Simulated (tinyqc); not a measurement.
Thin film between two gates, subbands and threshold shift from confinement: confinement against the film thickness.

Undoped body with a flat potential across it, hard walls, transport along x. Three valley pairs (g = 2 each) with the longitudinal mass along x, y or z. Non-parabolicity enters the subband edges through E (1 + al E) = gamma, so E = 2 gamma/(1 + sqrt(1 + 4 al gamma)); motion within a subband is taken as parabolic with the band-edge mass. Energies are counted from the bulk band edge.

gamma = C (pi k/(t + dl))^2/mz, C = hbar^2/(2 m0). Each subband has N_k = g sqrt(mx my) m0 kB T/(pi hbar^2); without degeneracy n = exp(EF/Vt) sum N_k exp(-E_k/Vt). Classical value Nc times t, Nc = sum over valleys of 2 g (m m0 kB T/(2 pi hbar^2))^1.5 with m = (mx my mz)^(1/3). Threshold shift dVT = Vt ln(classical value/sum N_k exp(-E_k/Vt)). With degeneracy n = sum N_k F((EF - E_k)/Vt), F(x) = ln(1 + exp(x)); gate: Vg = EF + q n/(Cg P), P = 2 (both faces), summed over the 60 lowest subbands at most, with Vg counted from the value that would put EF at the bulk band edge of an empty body. The last two columns are for Vg = 0.5 V; sensitivity d(dVT)/dt by central differences between 0.99 and 1.01 times the value.

Inputs (values chosen for the exercise); masses close to those of silicon: temperature T = 200 K; longitudinal mass ml = 0.931 m0; transverse mass mt = 0.192 m0; non-parabolicity al = 0 1/eV; widening of the box by penetration into the insulator dl = 0 nm; gate capacitance per area of interface Cg = 1.7 uF/cm^2.

Constants: q = 1.602176634e-19 C, kB = 1.380649e-23 J/K, hbar = 1.054571817e-34 J s, m0 = 9.1093837015e-31 kg, Vt = kB T/q, hbar^2/(2 m0) = 0.0380998212 eV nm^2. Results are converted to the units shown.

Confinement against the film thickness:
```
t (nm)  E_1 (meV)  gap to the next edge (meV)  dVT (mV)  sensitivity (mV/nm)  n/P (cm^-2)  share of the lowest subband (%)
2           101.0                       302.9     102.6               -92.38     3.750e12                            100.0
2.7         55.40                       166.2     62.19               -34.68     4.175e12                            99.95
3.6         31.17                       93.50     42.77               -13.03     4.428e12                            94.82
4.7         18.28                       54.85     32.74               -6.985     4.694e12                            70.07
6.3         10.18                       30.53     23.12               -5.108     4.951e12                            44.02
8.4         5.724                       17.17     15.07               -2.706     5.122e12                            29.26
11          3.338                       10.01     10.22               -1.266     5.234e12                            21.05
15          1.795                       5.385     6.851              -0.5609     5.336e12                            14.69
20          1.010                       3.029     4.866              -0.2812     5.416e12                            10.60
```

What does the comparison show?

As t grows from 2 to 20 nm, E_1 falls from 101 to 1.01 meV and dVT falls from 103 to 4.87 mV. E_1 goes as t^(-2.00) at the thin end (-2 for a parabolic band without penetration); a thickness error of 0.2 nm moves the threshold by 18 mV in the first row and 0.056 mV in the last. The charge per interface area rises from 3.75e12 to 5.42e12 cm^-2. For t = 2, 2.7 the body is too thin for bulk effective masses to be reliable. For t = 2.7, 3.6, 4.7, 6.3, 8.4, 11, 15, 20 the charge in the last two columns would bend the potential across the body by some 30 mV or more, which is left out.

Computed by the program tinyqc: `OMP_NUM_THREADS=1 python tinyqc.py 2350154 2350155 out.jsonl`, one thread of a shared Intel Xeon 2.30GHz, about 0.1 s for the whole run.
